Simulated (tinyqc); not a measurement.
From results back to parameters: core-shell quantum dot (spherical envelope functions). Three cases, with inputs chosen for the exercise.

Problem. The lowest electron level was computed from a hidden shell thickness H.

Parabolic bands; strain and other valleys are left out. s states, u = r psi, hard wall at R + H, c = hbar^2/2m0, energies from the band edges of the core. Core: u = sin(k1 r)/k1, k1 = sqrt(m1 E/c). At R, psi and psi'/m are continuous, so u is continuous and its slope in the shell is s = u/R + (m2/m1)(u' - u/R). Shell: u(R + x) = u(R) cos(k2 x) + s sin(k2 x)/k2, k2 = sqrt(m2 (E - V)/c); for negative arguments the functions turn into sinh and cosh. A level has u(R + H) = 0.

Constants: hbar^2/2m0 = 3.80998211 eV angstrom^2.

Case 1.

Values chosen (near those of a CdSe/CdS core-shell dot; not measured data): R = 20 angstrom (core radius); Vc = 0.293 eV (conduction edge of the shell above that of the core); me1 = 0.132 m0 (electron, core); me2 = 0.211 m0 (electron, shell).

E_e = 0.2771253 eV

Case 2.

Values chosen (near those of a GaAs/AlGaAs core-shell dot; not measured data): R = 13 angstrom (core radius); Vc = 0.266 eV (conduction edge of the shell above that of the core); me1 = 0.065 m0 (electron, core); me2 = 0.094 m0 (electron, shell).

E_e = 0.4160452 eV

Case 3.

Values chosen (near those of a CdTe/CdSe core-shell dot; not measured data): R = 31 angstrom (core radius); Vc = -0.28 eV (conduction edge of the shell above that of the core); me1 = 0.095 m0 (electron, core); me2 = 0.125 m0 (electron, shell).

E_e = 0.1828293 eV

Find: u(R); s; H.

Solution.

Case 1.

u(R) = 9.443 angstrom
s = -0.8887
H = 11.0 angstrom

u(R) and s follow from E_e; u(R + H) = 0 gives tanh(kappa H) = -kappa u(R)/s.

Case 2.

u(R) = 10.552 angstrom
s = 0.2999
H = 33.0 angstrom

u(R) and s follow from E_e; u(R + H) = 0 gives tan(k2 H) = -k2 u(R)/s, with the first positive root.

Case 3.

u(R) = 12.836 angstrom
s = -0.7872
H = 9.0 angstrom

u(R) and s follow from E_e; u(R + H) = 0 gives tan(k2 H) = -k2 u(R)/s, with the first positive root.

Computed by tinyqc, one run a case: `OMP_NUM_THREADS=1 python tinyqc.py N N+1 out.jsonl` with N = 1282303, 1282366, 1282375; one thread of a shared Intel(R) Xeon(R) Processor @ 2.30GHz, about 0.08 s a run at most.
